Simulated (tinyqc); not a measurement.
Width of the well: optical transitions of a finite quantum well.

Each carrier sees a square well of width L with its own depth V and masses m (inside), mb (outside); c = hbar^2/2m0, k = sqrt(m E/c), kappa = sqrt(mb (V - E)/c), and level n solves k L + 2 atan[(k/m)/(kappa/mb)] = n pi. The envelope is cos(kz) for odd n and sin(kz) for even n inside, joins exp(-kappa (|z| - L/2)) outside, and is normalised to 1. Excitons and band mixing are left out.

Constants: hbar^2/2m0 = 3.80998211 eV angstrom^2; hc = 1239.841984 eV nm.

Values chosen for the exercise (near those of a GaAs well in AlGaAs; not measured data): Eg = 1.507 eV (gap of the well); Vc = 0.17 eV (conduction offset); Vv = 0.09 eV (valence offset); me = 0.0657 m0 (electron, well); meb = 0.0844 m0 (electron, barrier); mh = 0.359 m0 (heavy hole along z, well); mhb = 0.412 m0 (heavy hole, barrier); ml = 0.0878 m0 (light hole along z, well); mlb = 0.1064 m0 (light hole, barrier); Ls = (32, 48, 64, 75, 108, 150, 200) angstrom (widths).

Edge wavelength hc/(Eg + e1 + hh1), squared e1-hh1 overlap, lh1 - hh1, and the 1-2 intersubband energy with f_12 = (m1/c) E12 z_12^2, 1/m1 = <1|1/m|1> (dash: e2 unbound).

Results:
```
L (angstrom)  edge (nm)  overlap^2  lh1 - hh1 (meV)  E12 (meV)   f_12
32                757.5     0.9242             25.7          -      -
48                777.1     0.9517             23.0          -      -
64                789.4     0.9663             19.0      115.8  0.686
75                795.3     0.9726             16.6      107.0  0.938
108               805.9     0.9836             11.2       72.6  0.984
150               812.5     0.9900              7.3       45.7  0.973
200               816.3     0.9937              4.8       29.1  0.967
```

What does the comparison show?

The edge tunes from 758 to 816 nm, towards hc/Eg = 823 nm, while the overlap goes from 0.924 to 0.994. e2 binds at L = pi sqrt(c/(me Vc)) = 58.0 angstrom; f_12 starts from zero there and is 0.686 at 64 angstrom, the rest going to the continuum; among the widths listed it peaks at 0.984 (108 angstrom) and is 0.967 in the widest well, against 0.961 for hard walls.

Computed by tinyqc, a small Python program: `OMP_NUM_THREADS=1 python tinyqc.py 1282562 1282563 out.jsonl` (the numbers bound the seed that draws the inputs); one thread of a shared host (Intel(R) Xeon(R) Processor @ 2.30GHz), about 0.1 s for the whole set of steps.
